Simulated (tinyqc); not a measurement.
Regular and subregular solution with a miscibility gap. Changing the overall fraction x0. Computed by tinyqc, a small Python program. Command: `OMP_NUM_THREADS=1 python tinyqc.py 3005668 3005669 out.jsonl regsol sweep`. One thread of a shared host (Intel(R) Xeon(R) Processor @ 2.30GHz), about 0.01 s of CPU time with the checks.

Per mole of mixing sites: G(x) = x (1 - x) [L0 + L1 (1 - 2x)] + R T [x ln x + (1 - x) ln(1 - x)], x the fraction of B.

Inputs (values chosen for the exercise, for a model alloy):
```
quantity                      value    unit
interaction L0                 48.2  kJ/mol
size misfit eta = d ln a/dx  0.0091       -
asymmetry L1                    8.6  kJ/mol
temperature T                  1266       K
start value s0                 0.02       -
```

Source of L0: given.

Constants: R = 8.314462618 J/(mol K).

Method:
- L0 and eta are given.
- G' = L0 (1 - 2x) + L1 (1 - 6x + 6x^2) + R T ln[x/(1 - x)]; G'' = -2 L0 - 6 L1 (1 - 2x) + R T/[x (1 - x)].
- Common tangent: F1 = G'(x1) - G'(x2) = 0 and F2 = [G - x G'](x1) - [G - x G'](x2) = 0. Newton step: J = [[G''(x1), -G''(x2)], [-x1 G''(x1), x2 G''(x2)]], J dx = -F; a step that would leave 0 < x < 1 is halved until it stays inside. The start is x1 = s0, x2 = 1 - s0.
- Stop when the step is below 1e-12, or when x1 and x2 meet within 1e-5; residuals under 1e-7 are shown as 0.
- Inside the gap the B-rich phase has the fraction f = (x0 - x1)/(x2 - x1), and the gain is (1 - f) G(x1) + f G(x2) - G(x0); outside it one phase remains.

One run for each value:
```
overall fraction x0  fraction f of the B-rich phase  free energy of decomposition (J/mol)
0.05                                         0.0467                                  -626
0.15                                         0.1499                                 -2544
0.25                                         0.2530                                 -4026
0.35                                         0.3562                                 -4860
0.45                                         0.4593                                 -5043
0.55                                         0.5625                                 -4638
0.65                                         0.6656                                 -3750
0.75                                         0.7688                                 -2519
0.85                                         0.8720                                 -1157
0.95                                         0.9751                                   -82
```

Describe the trends.

Over the rows, fraction f of the B-rich phase rises from 0.0467 to 0.975 (exponent d ln y / d ln x 1.1 between the first rows and 1.0 between the last); free energy of decomposition (J/mol) goes from -626 through a minimum among these rows, -5040 at 0.450, to -81.9.

Extremes, crossings and ranges named in words are read from the listed rows.
